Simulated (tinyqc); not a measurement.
Sputter depth profiling of a dopant layer: erosion rate, quantification and the mixing-roughness response: one step, computed by the program tinyqc.

A rastered ion beam erodes silicon (49.94 atoms per nm^3). The measured profile is the true one convolved with a depth response.

Problem. Erosion and sensitivity. Scaling chosen for the exercise: yield Y = Y1 E^0.5, mixing length w = w1 E^0.5 (E in keV). Erosion rate = Y I/(e x raster^2 x density); depth step = rate x counting time; concentration = RSF x counts/matrix counts; detection limit = RSF x 3 sqrt(background x time)/(matrix rate x time).

Inputs (values chosen for the exercise, modelled on a dopant in silicon under an oxygen or caesium beam):

| quantity | value | unit |
|---|---|---|
| beam energy E | 6.9 | keV |
| beam current | 100 | nA |
| raster side | 250 | um |
| sputter yield at 1 keV | 0.76 | - |
| mixing length at 1 keV | 2 | nm |
| relative sensitivity factor RSF | 9.6e+20 | 1/cm^3 |
| matrix count rate | 390000 | 1/s |
| background count rate | 1.1 | 1/s |
| counting time per point | 0.5 | s |

True profile: delta layer.

Constants: e = 1.602176634e-19 C.

Give: yield Y; mixing length w; erosion rate; depth step; detection limit.

Solution.

yield Y = 1.996

mixing length w = 5.254 nm

erosion rate = 0.3992 nm/s

depth step = 0.1996 nm

detection limit = 1.095e+16 1/cm^3

Caution: with so few background counts Poisson statistics, not 3 sqrt(N), set the true limit.
